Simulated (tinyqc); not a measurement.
Illuminated p-n diode, drift-diffusion by the Gummel loop with Scharfetter-Gummel fluxes: one step of the calculation.

Abrupt junction at x = 0, p side from -Lp, n side to Ln, ohmic contacts. psi is counted from the intrinsic level; n = ni exp((psi - phin)/Vt), p = ni exp((phip - psi)/Vt). Contacts: p side psi = V - Vt ln(Na/ni), p = Na, n = ni^2/Na; n side psi = Vt ln(Nd/ni), n = Nd, p = ni^2/Nd. Constant mobilities, D = mu Vt, Boltzmann statistics, SRH recombination through a mid-gap level, U = (n p - ni^2)/(tp (n + ni) + tn (p + ni)). Current is positive from the p contact to the n contact.

Task. Poisson equation. With phin and phip held, solve a_i (psi_(i+1) - psi_i) - a_(i-1) (psi_i - psi_(i-1)) + q w_i (p_i - n_i + C_i) = 0 for the inner nodes by Newton steps to convergence; a_i = eps0 eps_r/h_i, h_i = x_(i+1) - x_i, w_i = (h_(i-1) + h_i)/2, C = -Na or +Nd.

Values chosen for this exercise; band and dielectric values close to those of silicon: temperature T = 300 K; relative permittivity eps_r = 11.6; acceptor density of the p side Na = 1.8e17 cm^-3; donor density of the n side Nd = 8.2e16 cm^-3; bias of the p contact V = 0.5 V.

Constants: q = 1.602176634e-19 C, kB = 1.380649e-23 J/K, Vt = kB T/q, eps0 = 8.8541878128e-14 F/cm where lengths are in cm. Results are converted to the units shown.

```
node  x (nm)  phin at the start (V)  phip at the start (V)
0      -5700                    0.5                    0.5
1      -2070                      0                    0.5
2       -743                      0                    0.5
3       -256                      0                    0.5
4      -77.5                      0                    0.5
5        -12                      0                    0.5
6         12                      0                    0.5
7         71                      0                    0.5
8        216                      0                    0.5
9        572                      0                    0.5
10      1450                      0                    0.5
11      3600                      0                      0
```

ni = 1.0596043e10 cm^-3

Give: psi; n after Poisson; p after Poisson.

Result.

```
node  psi (V)  n after Poisson (cm^-3)  p after Poisson (cm^-3)
0      0.0696                    623.8                 1.800e17
1      0.0696                 1.565e11                 1.800e17
2      0.0696                 1.565e11                 1.800e17
3      0.0696                 1.565e11                 1.800e17
4      0.0699                 1.581e11                 1.783e17
5      0.0916                 3.669e11                 7.680e16
6      0.2725                 4.011e14                 7.026e13
7      0.4052                 6.807e16                 4.140e11
8      0.4100                 8.192e16                 3.440e11
9      0.4101                 8.200e16                 3.436e11
10     0.4101                 8.200e16                 3.436e11
11     0.4101                 8.200e16                     1369
```

Program tinyqc, `OMP_NUM_THREADS=1 python tinyqc.py 2240047 2240048 out.jsonl`; Intel Xeon 2.30GHz, shared host, one thread, about 0.5 s.
